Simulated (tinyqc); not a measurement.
Strained L valleys, repopulation and conductivity mass: two steps of the calculation.

A cubic crystal with four conduction valleys along the <111> axes under uniaxial stress X along [110] (X > 0 is tension); current along [110]. Non-degenerate electrons, fixed total density, one relaxation time for all valleys and stresses, masses unchanged by strain, so the mobility goes as the mean inverse mass.

Inputs (values chosen for the exercise); values close to those of germanium:

| symbol | value | unit | meaning |
|---|---|---|---|
| T | 300 | K | temperature |
| s11 | 9.79 | 1/TPa | compliance |
| s12 | -2.62 | 1/TPa | compliance |
| s44 | 14.5 | 1/TPa | compliance |
| Xu | 16.2 | eV | shear deformation potential |
| X | 110 | MPa | uniaxial stress (tension positive) |

Constants: q = 1.602176634e-19 C, kB = 1.380649e-23 J/K, Vt = kB T/q. Results are converted to the units shown.

Problem 1. Strain tensor. Stress s_ij = X a_i a_j with a the unit vector along [110]; strain e_ii = s11 s_ii + s12 (s_jj + s_kk), e_ij = s44 s_ij/2.

Wanted: strain.

Solution 1.

strain (%):

|  | x | y | z |
|---|---|---|---|
| x | 0.039435 | 0.039875 | 0.000000 |
| y | 0.039875 | 0.039435 | 0.000000 |
| z | 0.000000 | 0.000000 | -0.028820 |

Problem 2. Valley shifts and shares. Valley shift dE = Xu (n.e.n - trace(e)/3) with n the valley axis; share f proportional to exp(-dE/Vt).

strain (%):

|  | x | y | z |
|---|---|---|---|
| x | 0.039435000 | 0.039875000 | 0.000000000 |
| y | 0.039875000 | 0.039435000 | 0.000000000 |
| z | 0.000000000 | 0.000000000 | -0.028820000 |

Wanted: dE; share f.

Solution 2.

| valley | dE (meV) | share f |
|---|---|---|
| [111] | 4.3065 | 0.20874 |
| [-111] | -4.3065 | 0.29126 |
| [1-11] | -4.3065 | 0.29126 |
| [11-1] | 4.3065 | 0.20874 |

The splitting is 8.61 meV, 0.33 Vt.

Program tinyqc, `OMP_NUM_THREADS=1 python tinyqc.py 2530174 2530175 out.jsonl`; Intel Xeon 2.30GHz, shared host, one thread, about 0.01 s.
